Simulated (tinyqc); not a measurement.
Inside a calculation. Method: MP2 on RHF in the sto-6g basis, frozen core, for BeH2, spin multiplicity 1. One step of it, computed by the program tinyqc.

Question. Iteration 7 (converged): orbitals. Diagonalise F' = X^T F X, C = X C', fill 3 alpha and 3 beta electrons from the bottom; D = 2 C_occ C_occ^T. Each column has its largest component positive (the first on a tie).

converged F (hartree), lower triangle:
```
            1Be 1s     1Be 2s   1Be 2px    1Be 2py    1Be 2pz      2H 1s      3H 1s
1Be 1s   -4.606236
1Be 2s   -1.250589  -0.555256
1Be 2px   0.000000   0.000000  0.209608
1Be 2py   0.000000   0.000000  0.000000  -0.124770
1Be 2pz   0.000690  -0.004759  0.000000   0.000000   0.209407
2H 1s    -0.185188  -0.315835  0.000000  -0.290953  -0.007129  -0.217985
3H 1s    -0.185188  -0.315835  0.000000   0.290953  -0.007129  -0.009975  -0.217985
```

X, lower triangle:
```
            1Be 1s     1Be 2s   1Be 2px    1Be 2py    1Be 2pz      2H 1s     3H 1s
1Be 1s    1.027267
1Be 2s   -0.145811   1.140419
1Be 2px   0.000000   0.000000  1.000000
1Be 2py   0.000000   0.000000  0.000000   1.195790
1Be 2pz  -0.000495   0.004398  0.000000   0.000000   1.000168
2H 1s     0.019386  -0.208401  0.000000  -0.289842  -0.008015   1.153781
3H 1s     0.019386  -0.208401  0.000000   0.289842  -0.008015  -0.050811  1.153781
```

Give: F' = X^T F X; orbital energies; coefficients C; D after iteration 7.

Answer.

F' = X^T F X (hartree), lower triangle:
```
         1        2       3        4        5        6       7
1  -4.5094
2  -0.6604  -0.1462
3   0.0000   0.0000  0.2096
4   0.0000   0.0000  0.0000   0.1900
5   0.0003   0.0019  0.0000   0.0000   0.2097
6   0.0012  -0.2617  0.0000  -0.3521  -0.0086   0.0248
7   0.0012  -0.2617  0.0000   0.3521  -0.0086  -0.0588  0.0248
```

orbital energies (hartree): MO1 -4.6077, MO2 -0.4074, MO3 -0.3640, MO4 0.2089, MO5 0.2096, MO6 0.3263, MO7 0.6376

coefficients C:
```
             MO1      MO2      MO3      MO4     MO5      MO6      MO7
1Be 1s    0.9948  -0.2000   0.0000   0.0206  0.0000  -0.2173   0.0000
1Be 2s    0.0204   0.6145   0.0000  -0.0895  0.0000   1.0112   0.0000
1Be 2px   0.0000   0.0000   0.0000   0.0000  1.0000   0.0000   0.0000
1Be 2py   0.0000   0.0000   0.4945   0.0000  0.0000   0.0000   1.1634
1Be 2pz  -0.0001   0.0070   0.0000   0.9955  0.0000   0.0966   0.0000
2H 1s    -0.0025   0.3965   0.4397   0.0474  0.0000  -0.7019  -0.7850
3H 1s    -0.0025   0.3965  -0.4397   0.0474  0.0000  -0.7019   0.7850
```

D after iteration 7, lower triangle:
```
          1Be 1s  1Be 2s  1Be 2px  1Be 2py  1Be 2pz    2H 1s   3H 1s
1Be 1s    2.0593
1Be 2s   -0.2052  0.7562
1Be 2px   0.0000  0.0000   0.0000
1Be 2py   0.0000  0.0000   0.0000   0.4890
1Be 2pz  -0.0029  0.0086   0.0000   0.0000   0.0001
2H 1s    -0.1636  0.4873   0.0000   0.4349   0.0055   0.7012
3H 1s    -0.1636  0.4873   0.0000  -0.4349   0.0055  -0.0723  0.7012
```
